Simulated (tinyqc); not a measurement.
Valley-orbit splitting of a donor ground state, with strain: one step, computed by the program tinyqc. Command: `OMP_NUM_THREADS=1 python tinyqc.py 3012652 3012653 out.jsonl valleyorbit walk`. One thread of a shared host (Intel(R) Xeon(R) Processor @ 2.30GHz), about 0.01 s of CPU time with the checks.

The basis is the 1s envelope in each valley; energies are counted from the unstrained conduction-band edge. The strain is e_s (a a^T - 1/3) for the unit stress axis a, so valley j along n_j moves by Xi_u e_s w_j with w_j = (n_j.a)^2 - 1/3: +1/6 for x and y, -1/3 for z. The splitting at the zone boundary that a [110] shear adds for <100> valleys is left out.

Question. Levels without strain. By symmetry: E(A1) = E_0 + Lambda + 4 Delta_1 + Delta_2 (one state), E(T2) = E_0 + Lambda - Delta_2 (three), E(E) = E_0 + Lambda - 2 Delta_1 + Delta_2 (two), as binding energies.

Inputs (values chosen for the exercise, modelled on donors in silicon): single-valley binding energy E_0 = 31.8 meV; central-cell shift Lambda = 3.07 meV; coupling Delta_1 = 4.33 meV; coupling Delta_2 = 3.12 meV.

Valleys: six along <100>. Stress axis: [110].

Give: E(A1); E(T2); E(E).

Answer.

E(A1) = 55.31 meV

E(T2) = 31.75 meV

E(E) = 29.33 meV

Only A1 has all valley amplitudes in phase, so only it has weight at the nucleus. Of the upper states T2 is bound more strongly, because Delta_1 is larger than Delta_2.
